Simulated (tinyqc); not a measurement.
Worked calculation: five-level k.p model folded onto the conduction band. Values are carried at full precision from step to step, so a last printed digit may differ when a step is redone from the rounded ones.

Second-order sums for the lowest conduction level at E: 1/m = 1 + Cm + (Ep/3)(2/E + 1/(E + Dso)) - (Ep2/3)(2/(E7 + D2 - E) + 1/(E7 - E)); g/2 = 1 + Cg - (Ep/3)(1/E - 1/(E + Dso)) - (Ep2/3)(1/(E7 - E) - 1/(E7 + D2 - E)). E is counted from the top of the valence band; E = Eg at the edge.

Constants: hbar^2/2m0 = 3.80998211 eV angstrom^2.

Parameters, chosen for this exercise (near those of InAs; the results hold for these values, not for the real material): Eg = 0.421 eV (gap at Gamma to the s-like level); Dso = 0.392 eV (spin-orbit splitting); Ep = 21.4 eV (Kane energy); E7 = 4.55 eV (upper Gamma7 conduction level, from the valence top); D2 = 0.17 eV (its spin-orbit splitting, Gamma8 above Gamma7); Ep2 = 2.8 eV (Kane energy to the upper levels); Cm = -1 (remote term in 1/m); Cg = -0.02 (remote term in g/2); k = 0.027 1/angstrom (wave vector along z).

## Mass and g factor term by term

Evaluate at E = Eg.

Terms:
```
level           part of 1/m  part of g
free + remote        0.0000     1.9600
Gamma8 valence      33.8876   -33.8876
Gamma7 valence       8.7741    17.5482
Gamma8 upper        -0.4342     0.4342
Gamma7 upper        -0.2260    -0.4521
```

m = 0.0238 m0
g = -14.397

The valence levels give 42.66 to 1/m and the upper levels take 0.66 away. In g the two valence terms nearly cancel when Dso is small against Eg; here Dso/Eg = 0.93 and they leave -16.339, the upper pair -0.018.

## The matrix at one k

For k along z and one spin sector the level c couples to four states. With c0 = hbar^2/2m0, P = sqrt(Ep c0), P2 = sqrt(Ep2 c0): diagonal Eg + (1 + Cm) c0 k^2 for c, and 0, -Dso, E7 + D2, E7 for lh, so, G8 up, G7 up (their own dispersion is left out); couplings of c: sqrt(2/3) P k to lh, sqrt(1/3) P k to so, sqrt(2/3) P2 k to G8 up, sqrt(1/3) P2 k to G7 up (phases chosen real).

Fill in the matrix.

H (eV), rows c, lh, so, G8 up, G7 up and columns alike:
$$\begin{pmatrix}
0.42100 & 0.19906 & 0.14076 & 0.07200 & 0.05091 \\
0.19906 & 0 & 0 & 0 & 0 \\
0.14076 & 0 & -0.39200 & 0 & 0 \\
0.07200 & 0 & 0 & 4.72000 & 0 \\
0.05091 & 0 & 0 & 0 & 4.55000
\end{pmatrix}$$

## Exact folding onto c

Solve E = H_cc + S(E), S(E) = sum_j H_cj^2/(E - H_jj), from E = H_cc, by plain substitution and by Newton steps on E - H_cc - S(E). The weight of c in the state is Z = 1/(1 - dS/dE). The exact level is the third eigenvalue of H from below.

Iterates (eV):
```
step  substitution   Newton
0          0.42100  0.42100
1          0.53766  0.51403
2          0.51413  0.51748
3          0.51806  0.51748
4          0.51738  0.51748
5          0.51750  0.51748
6          0.51748  0.51748
7          0.51748  0.51748
```

exact level = 0.51748 eV
Z = 0.8530

Substitution multiplies the error by about dS/dE = 1 - 1/Z = -0.172 a step, so it alternates; after 7 steps it is off by 5.1e-07 eV, while Newton is within 1e-5 eV from step 2 on.

## Loewdin series

Expanding E = H_cc + S(E) about Eg in powers of k^2, with s_n = sum_j H_cj^2/(Eg - H_jj)^n: order k^2: e2 = (1 + Cm) c0 k^2 + s1; order k^4: e4 = -s2 e2; order k^6: e6 = s3 e2^2 + s2^2 e2.

Give each order and the partial sums, counted from Eg.

s1 (eV), s2 (no unit), s3 (1/eV); (1 + Cm) c0 k^2 is H_cc - Eg: [0.11666, 0.25398, 0.56781]

e2, e4, e6 (eV): [0.11666, -0.02963, 0.01525]

partial sums (eV): [0.11666, 0.08703, 0.10228]

The exact value is 0.09648 eV; the errors of the partial sums are +20.18, -9.45 and +5.80 meV.

## Checks

- Curvature of the exact level at small k against the sum for 1/m: both 42.001.

Computed by tinyqc, a small Python program: `OMP_NUM_THREADS=1 python tinyqc.py 1051409 1051410 out.jsonl` (the numbers bound the seed that draws the inputs); one thread of a shared host (Intel(R) Xeon(R) Processor @ 2.30GHz), about 0.01 s for the whole set of steps.
